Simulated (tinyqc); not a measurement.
# Permittivity of the insulator from five potentials

Problem. A node lies on a semiconductor-insulator interface. Steps: hs = tb/2 down into the semiconductor, ho = tox/2 up into the insulator, hy = L/6 sideways. The flux balance of its box reads eox (hy/ho)(above - node) + eps_r (hy/hs)(below - node) + [(eps_r hs + eox ho)/(2 hy)](left + right - 2 node) - q Na (hs/2) hy/eps0 = 0. Find eox.

Inputs (values chosen for the exercise); semiconductor permittivity made up:
```
symbol,value,unit,meaning
eps_r,14.8,,relative permittivity of the semiconductor
tb,6,nm,half the body thickness
tox,2.2,nm,insulator thickness
L,47,nm,channel length
Na,0,cm^-3,acceptor density of the depleted body
```

Constants: q = 1.602176634e-19 C, eps0 = 8.8541878128e-14 F/cm where lengths are in cm. Results are converted to the units shown.

psi (V): node 0.18703574, above 0.091622582, below 0.28777907, left 0.045148724, right 0.97

Answer. The balance is linear in eox.

eox = 9.00

Program tinyqc, `OMP_NUM_THREADS=1 python tinyqc.py 2480077 2480078 out.jsonl`; Intel Xeon 2.30GHz, shared host, one thread, about 0.1 s.
